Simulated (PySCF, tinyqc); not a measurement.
RHF in the sto-3g basis, for H3-, spin multiplicity 1, step by step. The basis has no diffuse functions, so it cannot describe the extra electron: this is an exercise in the method, not the real anion. The lowest restricted solution is unstable here: a spin-polarised one lies 0.2031 hartree lower (PySCF). Computed by tinyqc, a small Python program that keeps every step (integrals from PySCF). Settings: charge = -1, multiplicity = 1, basis = sto-3g, energy threshold = 1e-10, iteration cap = 58, orthogonalisation = canonical, start = highest core orbitals, DIIS depth = 0, method = RHF. Command: `OMP_NUM_THREADS=1 python tinyqc.py 28177 28178 out.jsonl` (the two numbers bound the seeds that draw the settings). One thread of a shared host (Intel(R) Xeon(R) Processor @ 2.60GHz), about 0.03 s of CPU time with the checks. Later iterations appear only in the table of the cycle.

## One-electron integrals

Geometry (angstrom):
```
atom        x        y        z
H     0.00000  0.00000  0.00000
H     0.00000  0.00000  1.53200
H     0.00000  1.32700  0.76600
```

Basis sto-3g: exponents (1/bohr^2) and contraction coefficients of normalised primitives:
```
element  l (shell)  exponent  coefficient
H            s (1)   3.42525      0.15433
H            s (1)   0.62391      0.53533
H            s (1)   0.16886      0.44463
```

Overlap, kinetic and nuclear-attraction integrals over the contracted functions; the nuclear repulsion is the sum of Za Zb / Rab.

nuclear repulsion = 1.0361505 hartree

overlap S, order 1H 1s, 2H 1s, 3H 1s:
```
[[1.00000, 0.24524, 0.24516],
 [0.24524, 1.00000, 0.24516],
 [0.24516, 0.24516, 1.00000]]
```

kinetic energy T (hartree), order 1H 1s, 2H 1s, 3H 1s:
```
[[0.76003, 0.00706, 0.00704],
 [0.00706, 0.76003, 0.00704],
 [0.00704, 0.00704, 0.76003]]
```

nuclear attraction V (hartree), order 1H 1s, 2H 1s, 3H 1s:
```
[[-1.91496, -0.40784, -0.40770],
 [-0.40784, -1.91496, -0.40770],
 [-0.40770, -0.40770, -1.91492]]
```

core Hamiltonian H = T + V (hartree), order 1H 1s, 2H 1s, 3H 1s:
```
[[-1.15493, -0.40078, -0.40065],
 [-0.40078, -1.15493, -0.40065],
 [-0.40065, -0.40065, -1.15488]]
```

## Two-electron integrals

Functions are numbered as in S; the eight-fold symmetry (ij|kl) = (ji|kl) = (kl|ij) leaves the list below.

Two-electron integrals (ij|kl) in chemists' order, unique and non-zero (hartree):
```
(11|11) 0.77461   (21|11) 0.13030   (21|21) 0.03390   (22|11) 0.33928
(22|21) 0.13030   (22|22) 0.77461   (31|11) 0.13025   (31|21) 0.02846
(31|22) 0.09042   (31|31) 0.03387   (32|11) 0.09042   (32|21) 0.02846
(32|22) 0.13025   (32|31) 0.02845   (32|32) 0.03387   (33|11) 0.33924
(33|21) 0.09044   (33|22) 0.33924   (33|31) 0.13025   (33|32) 0.13025
(33|33) 0.77461
```

## Orthogonalisation

S = U s U^T; canonical form X = U s^(-1/2), so that X^T S X = 1. Each column of U has its largest component positive (the first on a tie).

eigenvalues of S: [0.75476, 0.75487, 1.49037]

X, order 1H 1s, 2H 1s, 3H 1s:
```
[[0.81392, -0.46985, 0.47294],
 [-0.81392, -0.46985, 0.47294],
 [0.00000, 0.93980, 0.47289]]
```

## Starting guess

The start is the highest orbitals of the core Hamiltonian (a deliberately bad start); D = 2 C_occ C_occ^T.

D at the start, order 1H 1s, 2H 1s, 3H 1s:
```
[[1.76638, -0.88346, -0.88310],
 [-0.88346, 1.76638, -0.88310],
 [-0.88310, -0.88310, 1.76656]]
```

## Iteration 1: building the Fock matrix

J_ij = sum D_kl (ij|kl), K_ij = sum D_kl (ik|jl); F = H + J - 0.5 K; E = tr D H + tr D J / 2 - 0.25 tr D K + E_nn.

Coulomb J (hartree), order 1H 1s, 2H 1s, 3H 1s:
```
[[1.94683, 0.45968, 0.45954],
 [0.45968, 1.94683, 0.45954],
 [0.45954, 0.45954, 1.94691]]
```

exchange K (hartree), order 1H 1s, 2H 1s, 3H 1s:
```
[[0.97740, -0.02906, -0.02906],
 [-0.02906, 0.97740, -0.02906],
 [-0.02906, -0.02906, 0.97767]]
```

Fock matrix F (hartree), order 1H 1s, 2H 1s, 3H 1s:
```
[[0.30320, 0.07343, 0.07342],
 [0.07343, 0.30320, 0.07342],
 [0.07342, 0.07342, 0.30319]]
```

total energy of this density = -0.3534523 hartree

## Iteration 1: diagonalisation and new density

Diagonalise F' = X^T F X, C = X C', fill 2 alpha and 2 beta electrons from the bottom; D = 2 C_occ C_occ^T. Each column has its largest component positive (the first on a tie).

F' = X^T F X (hartree):
```
[[0.30442, 0.00000, 0.00000],
 [0.00000, 0.30440, 0.00000],
 [0.00000, 0.00000, 0.30196]]
```

orbital energies (hartree): [0.30196, 0.30440, 0.30442]

coefficients C, order 1H 1s, 2H 1s, 3H 1s:
```
[[0.47317, -0.46962, 0.81392],
 [0.47317, -0.46962, -0.81392],
 [0.47243, 0.94003, 0.00000]]
```

D after iteration 1, order 1H 1s, 2H 1s, 3H 1s:
```
[[0.88887, 0.88887, -0.43583],
 [0.88887, 0.88887, -0.43583],
 [-0.43583, -0.43583, 2.21370]]
```

## Iteration 2: building the Fock matrix

As before.

Coulomb J (hartree), order 1H 1s, 2H 1s, 3H 1s:
```
[[1.78035, 0.44250, 0.48076],
 [0.44250, 1.78035, 0.48076],
 [0.48076, 0.48076, 2.25152]]
```

exchange K (hartree), order 1H 1s, 2H 1s, 3H 1s:
```
[[0.88694, 0.52271, 0.32066],
 [0.52271, 0.88694, 0.32066],
 [0.32066, 0.32066, 1.59846]]
```

Fock matrix F (hartree), order 1H 1s, 2H 1s, 3H 1s:
```
[[0.18195, -0.21963, -0.08022],
 [-0.21963, 0.18195, -0.08022],
 [-0.08022, -0.08022, 0.29740]]
```

total energy of this density = -0.9101037 hartree

## Iteration 2: diagonalisation and new density

As before.

F' = X^T F X (hartree):
```
[[0.53207, 0.00000, 0.00000],
 [0.00000, 0.38773, 0.11326],
 [0.00000, 0.11326, -0.02212]]
```

orbital energies (hartree): [-0.05133, 0.41694, 0.53207]

coefficients C, order 1H 1s, 2H 1s, 3H 1s:
```
[[0.57531, -0.33683, 0.81392],
 [0.57531, -0.33683, -0.81392],
 [0.22316, 1.02813, 0.00000]]
```

D after iteration 2, order 1H 1s, 2H 1s, 3H 1s:
```
[[0.88887, 0.88887, -0.43583],
 [0.88887, 0.88887, -0.43583],
 [-0.43583, -0.43583, 2.21370]]
```

## Iteration 3: building the Fock matrix

As before.

Coulomb J (hartree), order 1H 1s, 2H 1s, 3H 1s:
```
[[1.78035, 0.44250, 0.48076],
 [0.44250, 1.78035, 0.48076],
 [0.48076, 0.48076, 2.25152]]
```

exchange K (hartree), order 1H 1s, 2H 1s, 3H 1s:
```
[[0.88694, 0.52271, 0.32066],
 [0.52271, 0.88694, 0.32066],
 [0.32066, 0.32066, 1.59846]]
```

Fock matrix F (hartree), order 1H 1s, 2H 1s, 3H 1s:
```
[[0.18195, -0.21963, -0.08022],
 [-0.21963, 0.18195, -0.08022],
 [-0.08022, -0.08022, 0.29740]]
```

total energy of this density = -0.9101037 hartree

## Iteration 3 (converged): orbitals

As before.

F' = X^T F X (hartree):
```
[[0.53207, 0.00000, 0.00000],
 [0.00000, 0.38773, 0.11326],
 [0.00000, 0.11326, -0.02212]]
```

orbital energies (hartree): [-0.05133, 0.41694, 0.53207]

coefficients C, order 1H 1s, 2H 1s, 3H 1s:
```
[[0.57531, -0.33683, 0.81392],
 [0.57531, -0.33683, -0.81392],
 [0.22316, 1.02813, 0.00000]]
```

D after iteration 3, order 1H 1s, 2H 1s, 3H 1s:
```
[[0.88887, 0.88887, -0.43583],
 [0.88887, 0.88887, -0.43583],
 [-0.43583, -0.43583, 2.21370]]
```

## Convergence

Stop when the energy changes by less than 1e-10 hartree and every element of the error matrix X^T (F D S - S D F) X is below 3e-06.

Course of the cycle:
```
iteration  E (hartree)     change  largest element of the error matrix
1           -0.3534523          -                             2.05e-06
2           -0.9101037  -5.57e-01                             1.16e-11
3           -0.9101037   4.44e-16                             8.44e-12
```

PySCF RHF in the same basis = -0.9101037 hartree

Converged in 3 iterations.

## Populations, bond orders and dipole

Mulliken: Z minus the diagonal of D S on the atom; Loewdin: the same with S^(1/2) D S^(1/2); Mayer order: 2 sum_s sum (D(s) S)_ij (D(s) S)_ji over the two atoms.

Charges (e):
```
atom   Mulliken    Loewdin
1H     3.30e-11   3.54e-11
2H    -3.30e-11  -3.54e-11
3H     -1.00000   -1.00000
```

Mayer bond orders:
```
pair    order
2-1   1.00000
3-1         0
3-2         0
```

dipole moment about the origin, x y z (debye): [0.00000, -6.37385, -3.67925]
